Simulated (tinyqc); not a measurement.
Inside a calculation. Method: UHF in the sto-3g basis, for H6, spin multiplicity 1. This run ends on a higher stationary point, not on the lowest solution. One step of it, computed by the program tinyqc.

Problem. Iteration 21 (converged): orbitals. Diagonalise F' = X^T F X, C = X C', fill 3 alpha and 3 beta electrons from the bottom; D(s) = C_occ C_occ^T. Each column has its largest component positive (the first on a tie).

converged F(alpha) (hartree):
```
,1H 1s,2H 1s,3H 1s,4H 1s,5H 1s,6H 1s
1H 1s,-0.160446,-0.342949,-0.040813,0.012637,0.001418,-0.003639
2H 1s,-0.342949,-0.186501,-0.186124,-0.039885,-0.000488,0.001416
3H 1s,-0.040813,-0.186124,-0.186819,-0.339303,-0.039814,0.012615
4H 1s,0.012637,-0.039885,-0.339303,-0.186745,-0.185835,-0.040743
5H 1s,0.001418,-0.000488,-0.039814,-0.185835,-0.186425,-0.342962
6H 1s,-0.003639,0.001416,0.012615,-0.040743,-0.342962,-0.160446
```

converged F(beta) (hartree):
```
,1H 1s,2H 1s,3H 1s,4H 1s,5H 1s,6H 1s
1H 1s,-0.160446,-0.342949,-0.040813,0.012637,0.001418,-0.003639
2H 1s,-0.342949,-0.186500,-0.186124,-0.039885,-0.000488,0.001416
3H 1s,-0.040813,-0.186124,-0.186819,-0.339303,-0.039814,0.012615
4H 1s,0.012637,-0.039885,-0.339303,-0.186745,-0.185835,-0.040743
5H 1s,0.001418,-0.000488,-0.039814,-0.185835,-0.186425,-0.342962
6H 1s,-0.003639,0.001416,0.012615,-0.040743,-0.342962,-0.160446
```

X:
```
,1H 1s,2H 1s,3H 1s,4H 1s,5H 1s,6H 1s
1H 1s,1.039962,-0.170190,0.020016,-0.003324,0.000432,-0.000076
2H 1s,-0.170190,1.063962,-0.133124,0.020583,-0.002533,0.000432
3H 1s,0.020016,-0.133124,1.064852,-0.174694,0.020560,-0.003322
4H 1s,-0.003324,0.020583,-0.174694,1.064779,-0.132919,0.019992
5H 1s,0.000432,-0.002533,0.020560,-0.132919,1.063887,-0.170178
6H 1s,-0.000076,0.000432,-0.003322,0.019992,-0.170178,1.039960
```

Give: F' = X^T F X; orbital energies; coefficients C; F' = X^T F X; orbital energies; coefficients C; D(alpha) after iteration 21; D(beta) after iteration 21.

Solution.

F' = X^T F X (alpha) (hartree):
```
,1,2,3,4,5,6
1,-0.0581,-0.3288,0.0249,0.0103,0.0007,-0.0040
2,-0.3288,-0.0441,-0.1750,0.0258,-0.0020,0.0007
3,0.0249,-0.1750,-0.0443,-0.3292,0.0258,0.0102
4,0.0103,0.0258,-0.3292,-0.0444,-0.1747,0.0249
5,0.0007,-0.0020,0.0258,-0.1747,-0.0441,-0.3289
6,-0.0040,0.0007,0.0102,0.0249,-0.3289,-0.0581
```

orbital energies (alpha) (hartree): MO1 -0.4688, MO2 -0.4037, MO3 -0.3130, MO4 0.1449, MO5 0.3000, MO6 0.4474

coefficients C (alpha):
```
,MO1,MO2,MO3,MO4,MO5,MO6
1H 1s,0.2271,-0.4080,-0.4089,0.5044,-0.5799,0.3674
2H 1s,0.3154,-0.4389,-0.2873,-0.3154,0.6338,-0.5507
3H 1s,0.4212,-0.1037,0.4362,-0.5197,-0.1866,0.7068
4H 1s,0.4210,0.1041,0.4364,0.5200,-0.1871,-0.7063
5H 1s,0.3147,0.4397,-0.2870,0.3152,0.6347,0.5495
6H 1s,0.2265,0.4087,-0.4084,-0.5039,-0.5808,-0.3667
```

F' = X^T F X (beta) (hartree):
```
,1,2,3,4,5,6
1,-0.0581,-0.3288,0.0249,0.0103,0.0007,-0.0040
2,-0.3288,-0.0441,-0.1750,0.0258,-0.0020,0.0007
3,0.0249,-0.1750,-0.0443,-0.3292,0.0258,0.0102
4,0.0103,0.0258,-0.3292,-0.0444,-0.1747,0.0249
5,0.0007,-0.0020,0.0258,-0.1747,-0.0441,-0.3289
6,-0.0040,0.0007,0.0102,0.0249,-0.3289,-0.0581
```

orbital energies (beta) (hartree): MO1 -0.4688, MO2 -0.4037, MO3 -0.3130, MO4 0.1449, MO5 0.3000, MO6 0.4474

coefficients C (beta):
```
,MO1,MO2,MO3,MO4,MO5,MO6
1H 1s,0.2271,-0.4080,-0.4089,0.5044,-0.5799,0.3674
2H 1s,0.3154,-0.4389,-0.2873,-0.3154,0.6338,-0.5507
3H 1s,0.4212,-0.1037,0.4362,-0.5197,-0.1866,0.7068
4H 1s,0.4210,0.1041,0.4364,0.5200,-0.1871,-0.7063
5H 1s,0.3147,0.4397,-0.2870,0.3152,0.6347,0.5495
6H 1s,0.2265,0.4087,-0.4084,-0.5039,-0.5808,-0.3667
```

D(alpha) after iteration 21:
```
,1H 1s,2H 1s,3H 1s,4H 1s,5H 1s,6H 1s
1H 1s,0.3852,0.3682,-0.0404,-0.1253,0.0094,0.0517
2H 1s,0.3682,0.3747,0.0531,-0.0383,-0.0113,0.0094
3H 1s,-0.0404,0.0531,0.3785,0.3569,-0.0383,-0.1251
4H 1s,-0.1253,-0.0383,0.3569,0.3785,0.0530,-0.0403
5H 1s,0.0094,-0.0113,-0.0383,0.0530,0.3747,0.3682
6H 1s,0.0517,0.0094,-0.1251,-0.0403,0.3682,0.3852
```

D(beta) after iteration 21:
```
,1H 1s,2H 1s,3H 1s,4H 1s,5H 1s,6H 1s
1H 1s,0.3852,0.3682,-0.0404,-0.1253,0.0094,0.0517
2H 1s,0.3682,0.3747,0.0531,-0.0383,-0.0113,0.0094
3H 1s,-0.0404,0.0531,0.3785,0.3569,-0.0383,-0.1251
4H 1s,-0.1253,-0.0383,0.3569,0.3785,0.0530,-0.0403
5H 1s,0.0094,-0.0113,-0.0383,0.0530,0.3747,0.3682
6H 1s,0.0517,0.0094,-0.1251,-0.0403,0.3682,0.3852
```
